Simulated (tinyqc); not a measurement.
## Surface Green function of a two-leg ladder, Sancho-Rubio decimation: effect of the broadening

A semi-infinite lead of cells 0, 1, 2, ... with H0 inside a cell and H1 = <cell i|H|cell i + 1>. One rung (site 1 on leg a, site 2 on leg b) is a cell; all hoppings enter with a minus sign. z = E + i eta.

Start with e_s = e = H0, a = H1, b = H1^dagger. Each round: g = (z - e)^(-1); e_s <- e_s + a g b; e <- e + a g b + b g a; a <- a g a; b <- b g b (all with the old a, b). Round k joins cells 2^k apart. Stop when the largest entry of the matrices a and b is below 1e-12 eV; g_s = (z - e_s)^(-1), bulk (z - e)^(-1), density of states -Im Tr/pi. The last column counts the steps of the plain recursion g <- (z - H0 - H1 g H1^dagger)^(-1), one cell a step from g = (z - H0)^(-1), until no entry changes by more than 1e-8 1/eV.

Inputs (values chosen for the exercise): energy E = -4.75 eV.

H0 (eV):
```
       1      2
1      0  -0.93
2  -0.93   1.09
```

H1 (eV):
```
      1      2
1  -2.7  -1.35
2     0   -2.1
```

Effect of the broadening:
```
eta (eV)  rounds  surface density of states (1/eV)  plain steps
0.8            8                           0.07474           49
0.3            9                           0.07725          130
0.1           11                           0.07866          389
0.05          12                           0.07906          780
0.03          13                           0.07922         1300
0.01          14                           0.07939         3902
```

The rounds go from 8 to 14 and the plain steps from 49 to 3902. Inside a band the plain recursion needs a number of steps that grows as 1/eta, the decimation only as log2(1/eta). The density of states tends to 0.07947 1/eV as eta goes to zero; the first row is 5.9 % below that and the last 0.11 % below it.

tinyqc, about 0.06 s, one thread, Intel Xeon 2.30GHz (shared host): `OMP_NUM_THREADS=1 python tinyqc.py 2680044 2680045 out.jsonl`
